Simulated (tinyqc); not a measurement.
Inside a calculation. Method: RHF in the sto-6g basis, for BeH2, spin multiplicity 1. One step of it, computed by the program tinyqc.

Problem. Iteration 1: diagonalisation and new density. Diagonalise F' = X^T F X, C = X C', fill 3 alpha and 3 beta electrons from the bottom; D = 2 C_occ C_occ^T. Each column has its largest component positive (the first on a tie).

Fock matrix F (hartree), lower triangle:
```
            1Be 1s     1Be 2s   1Be 2px    1Be 2py    1Be 2pz      2H 1s      3H 1s
1Be 1s   -4.136724
1Be 2s   -1.151600  -0.498769
1Be 2px   0.000000   0.000000  0.381539
1Be 2py  -0.000855  -0.003344  0.000000  -0.148656
1Be 2pz   0.002865  -0.039722  0.000000  -0.000068   0.375001
2H 1s    -0.257178  -0.313303  0.000000  -0.267491  -0.025675  -0.192524
3H 1s    -0.234444  -0.298863  0.000000   0.259183  -0.025085  -0.023116  -0.183204
```

X, lower triangle:
```
            1Be 1s     1Be 2s   1Be 2px    1Be 2py    1Be 2pz      2H 1s     3H 1s
1Be 1s    1.027284
1Be 2s   -0.147991   1.191802
1Be 2px   0.000000   0.000000  1.000000
1Be 2py  -0.000193   0.010505  0.000000   1.275701
1Be 2pz  -0.001568   0.017287  0.000000   0.001035   1.001798
2H 1s     0.018320  -0.267360  0.000000  -0.368891  -0.027833   1.230852
3H 1s     0.018802  -0.247988  0.000000   0.351805  -0.025968  -0.072712  1.210264
```

Give: F' = X^T F X; orbital energies; coefficients C; D after iteration 1.

Solution.

F' = X^T F X (hartree), lower triangle:
```
         1        2       3        4        5        6       7
1  -4.0418
2  -0.6213  -0.0832
3   0.0000   0.0000  0.3815
4  -0.0002   0.0093  0.0000   0.1997
5   0.0057  -0.0171  0.0000   0.0013   0.3778
6  -0.0337  -0.2670  0.0000  -0.3668  -0.0316   0.1066
7  -0.0258  -0.2478  0.0000   0.3490  -0.0296  -0.0791  0.0892
```

orbital energies (hartree): MO1 -4.1393, MO2 -0.3400, MO3 -0.3173, MO4 0.3553, MO5 0.3815, MO6 0.3936, MO7 0.6960

coefficients C:
```
             MO1      MO2      MO3      MO4     MO5      MO6      MO7
1Be 1s    0.9927  -0.2110   0.0326  -0.1815  0.0000  -0.1169  -0.0131
1Be 2s    0.0281   0.5879  -0.0976   0.9024  0.0000   0.6302   0.0909
1Be 2px   0.0000   0.0000   0.0000   0.0000  1.0000   0.0000   0.0000
1Be 2py   0.0003   0.0829   0.5210  -0.0491  0.0000  -0.0496   1.2666
1Be 2pz  -0.0002   0.0450  -0.0077  -0.5558  0.0000   0.8331   0.0142
2H 1s    -0.0022   0.4438   0.3344  -0.5486  0.0000  -0.4489  -0.9579
3H 1s    -0.0022   0.3180  -0.4595  -0.6168  0.0000  -0.5184   0.8336
```

D after iteration 1, lower triangle:
```
          1Be 1s   1Be 2s  1Be 2px  1Be 2py  1Be 2pz    2H 1s   3H 1s
1Be 1s    2.0623
1Be 2s   -0.1987   0.7120
1Be 2px   0.0000   0.0000   0.0000
1Be 2py  -0.0006  -0.0042   0.0000   0.5566
1Be 2pz  -0.0200   0.0545   0.0000  -0.0006   0.0042
2H 1s    -0.1698   0.4565   0.0000   0.4220   0.0348   0.6176
3H 1s    -0.1684   0.4636   0.0000  -0.4261   0.0358  -0.0250  0.6246
```
